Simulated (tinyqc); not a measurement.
Kinetics of strain relaxation and threading dislocations in mismatched semiconductor layers: one step, computed by the program tinyqc. Command: `OMP_NUM_THREADS=1 python tinyqc.py 3005465 3005466 out.jsonl threading walk`. One thread of a shared host (Intel(R) Xeon(R) Processor @ 2.30GHz), about 0.01 s of CPU time with the checks.

60-degree dislocations on {111} planes of a (001) layer, isotropic elasticity. The Schmid factor is 1/sqrt(6), and a misfit segment relieves strain with b/2.

Task: Thick uniform layer and trapping in a trench. A separate case, a thick relaxed layer. Pair reactions during growth: d rho/dh = -K rho^2 with K = 2 r_A tan(psi) and threads inclined by psi = 45 degrees (the <110> lines of {111} planes), so rho = 1/(K H) for a layer that starts with far more threads than that, as highly mismatched layers do. In a trench along [110] a thread on {111} rises at 54.74 degrees across the width, and leaves through the wall below the height w tan(54.74 degrees) = sqrt(2) w; the share of threads, evenly spread over the floor, that reach the top is max(0, 1 - a/sqrt 2) for the aspect ratio a.

Inputs (values chosen for the exercise, modelled on Ge on Si): reaction radius r_A = 14 nm; final thickness of a thick uniform layer H = 3.2 micrometre; aspect ratio of a trench = 2.5.

Give: thread density at H; share that reaches the top.

Result:

thread density at H = 1.1161e+09 1/cm^2

share that reaches the top = 0

The trench traps all threads that cross it; those that run along it are not trapped. Thickness alone needs 3600 micrometre for 1e6 /cm^2.
